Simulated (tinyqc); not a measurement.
Worked calculation: special k points of the simple cubic lattice. Values are carried at full precision from step to step, so a last printed digit may differ when a step is redone from the rounded ones.

Lattice vectors in units of a: a1 = (1, 0, 0), a2 = (0, 1, 0), a3 = (0, 0, 1); reciprocal vectors b_i with a_i . b_j = 2 pi delta_ij. Mesh: k = sum_i f_i b_i with f_i = (2 j_i + shift)/(2 N), j_i = 0 .. N-1. The point group of the lattice has 48 operations; only those that map the mesh onto itself are used.

Parameters, chosen for this exercise: N = 4 (points along each reciprocal vector); shift = 1 (half steps); D = 1.56 eV (half gap term); t = 0.83 eV (coupling); e0 = 2.37 eV (offset).

## Irreducible points and weights

Join points that an operation carries into one another (modulo reciprocal vectors); list each class by its first point in the order of (j1, j2, ...).

Irreducible points:
```
f1          f2      f3  weight
0.1250  0.1250  0.1250       8
0.1250  0.1250  0.3750      24
0.1250  0.3750  0.3750      24
0.3750  0.3750  0.3750       8
```

operations that keep the mesh = 48
irreducible points = 4

The weights add up to 64 = N^3; symmetry saves a factor 16.0.

## Which stars the mesh integrates

A_m(k) = sum over the m-th star of lattice vectors R of cos(k . R), stars in order of length: m = 1: |R|^2 = 1, 6 vectors, such as (1, 0, 0) in the basis a_i; m = 2: |R|^2 = 2, 12 vectors, such as (1, 1, 0) in the basis a_i; m = 3: |R|^2 = 3, 8 vectors, such as (1, 1, 1) in the basis a_i; m = 4: |R|^2 = 4, 6 vectors, such as (2, 0, 0) in the basis a_i; m = 5: |R|^2 = 5, 24 vectors, such as (2, 1, 0) in the basis a_i; m = 6: |R|^2 = 6, 24 vectors, such as (2, 1, 1) in the basis a_i. The zone mean of every A_m is zero.

Lattice vectors in units of a: a1 = (1, 0, 0), a2 = (0, 1, 0), a3 = (0, 0, 1); f are fractions of the reciprocal vectors. Evaluate the first six A_m at each irreducible point (k . R = 2 pi sum f_i n_i) and form the weighted means.

A_m at the points, rows 1, 2, 3, 4; columns m=1, m=2, m=3, m=4, m=5, m=6:
$$\begin{pmatrix}
4.243 & 6.000 & 2.828 & 0.000 & 0.000 & 0.000 \\
1.414 & -2.000 & -2.828 & 0.000 & 0.000 & 0.000 \\
-1.414 & -2.000 & 2.828 & 0.000 & 0.000 & 0.000 \\
-4.243 & 6.000 & -2.828 & 0.000 & 0.000 & 0.000
\end{pmatrix}$$

weighted means: m=1 0.000, m=2 0.000, m=3 0.000, m=4 0.000, m=5 0.000, m=6 0.000

All six means vanish: the mesh is exact for functions whose Fourier series ends within these stars.

## A zone average from the irreducible points

Test function, the lower band of a two-band insulator: E(k) = -sqrt(D^2 + (e0 - t A_1(k))^2).

Lattice vectors in units of a: a1 = (1, 0, 0), a2 = (0, 1, 0), a3 = (0, 0, 1). Evaluate E at each point and take the weighted mean; the reference uses the unshifted mesh with N = 24.

E at the points (eV): [-1.9389, -1.9658, -3.8720, -6.0944]

weighted mean = -3.1933 eV
reference mean = -3.1905 eV

The error is -2.85 meV with 4 points.

## Checks

- Weighted mean over irreducible points against the plain mean over the whole mesh (eV): both -3.193339.
- Reference mean against a mesh of N = 30 (eV): both -3.1905.

Run: tinyqc, `OMP_NUM_THREADS=1 python tinyqc.py 1651188 1651189 out.jsonl`; Intel(R) Xeon(R) Processor @ 2.30GHz, one thread, shared host; about 0.1 s of CPU time with all checks.
